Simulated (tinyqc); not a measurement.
From results back to parameters: quantum-confined Stark effect in a modulator well. Five cases, with inputs chosen for the exercise.

Problem. The shift of E_e + E_h was computed from a hidden field.

Envelopes on cells of 0.5 angstrom over the well |z| < L/2 and 45 angstrom of barrier on each side, psi = 0 beyond, psi'/m continuous (mean mass between points), c = hbar^2/2m0. The electron sees + e F z and the hole - e F z, each with its offset in the barriers; 1 kV/cm = 1e-5 eV/angstrom. Light holes, band mixing and escape by tunnelling are left out.

Constants: hbar^2/2m0 = 3.80998211 eV angstrom^2.

Find: F; local exponent d ln(shift)/d ln F.

Method. The shift grows steadily in size with F, so bisection finds one value; its slope is -e times the separation of the carriers.

Case 1.

Values chosen (near those of an InGaAsP well in InP; the results hold for these values, not for the real material):
- L = 64 angstrom (well width)
- Vc = 0.204 eV (conduction offset)
- Vv = 0.281 eV (heavy-hole offset)
- me = 0.0517 m0 (electron, well)
- meb = 0.0815 m0 (electron, barrier)
- mh = 0.369 m0 (heavy hole along z, well)
- mhb = 0.491 m0 (heavy hole, barrier)

shift = -11.093 meV

Solution.

F = 132.0 kV/cm
local exponent d ln(shift)/d ln F = 1.93

Case 2.

Values chosen (near those of a Ge well in SiGe, direct gap; the results hold for these values, not for the real material):
- L = 144 angstrom (well width)
- Vc = 0.384 eV (conduction offset)
- Vv = 0.118 eV (heavy-hole offset)
- me = 0.0421 m0 (electron, well)
- meb = 0.0547 m0 (electron, barrier)
- mh = 0.216 m0 (heavy hole along z, well)
- mhb = 0.237 m0 (heavy hole, barrier)

shift = -18.546 meV

Solution.

F = 60.0 kV/cm
local exponent d ln(shift)/d ln F = 1.70

Case 3.

Values chosen (near those of an InGaAs well in InAlAs; the results hold for these values, not for the real material):
- L = 84 angstrom (well width)
- Vc = 0.521 eV (conduction offset)
- Vv = 0.202 eV (heavy-hole offset)
- me = 0.0423 m0 (electron, well)
- meb = 0.0728 m0 (electron, barrier)
- mh = 0.369 m0 (heavy hole along z, well)
- mhb = 0.426 m0 (heavy hole, barrier)

shift = -13.581 meV

Solution.

F = 109.0 kV/cm
local exponent d ln(shift)/d ln F = 1.81

Case 4.

Values chosen (near those of a GaAs well in AlGaAs; the results hold for these values, not for the real material):
- L = 82 angstrom (well width)
- Vc = 0.267 eV (conduction offset)
- Vv = 0.139 eV (heavy-hole offset)
- me = 0.0682 m0 (electron, well)
- meb = 0.0896 m0 (electron, barrier)
- mh = 0.352 m0 (heavy hole along z, well)
- mhb = 0.373 m0 (heavy hole, barrier)

shift = -3.979 meV

Solution.

F = 53.0 kV/cm
local exponent d ln(shift)/d ln F = 1.94

Case 5.

Values chosen (near those of a Ge well in SiGe, direct gap; the results hold for these values, not for the real material):
- L = 96 angstrom (well width)
- Vc = 0.364 eV (conduction offset)
- Vv = 0.117 eV (heavy-hole offset)
- me = 0.0404 m0 (electron, well)
- meb = 0.0562 m0 (electron, barrier)
- mh = 0.216 m0 (heavy hole along z, well)
- mhb = 0.233 m0 (heavy hole, barrier)

shift = -7.916 meV

Solution.

F = 67.0 kV/cm
local exponent d ln(shift)/d ln F = 1.90

Computed by tinyqc, one run a case: `OMP_NUM_THREADS=1 python tinyqc.py N N+1 out.jsonl` with N = 1250825, 1250833, 1250853, 1250874, 1250925; one thread of a shared Intel(R) Xeon(R) Processor @ 2.30GHz, about 0.1 s a run at most.
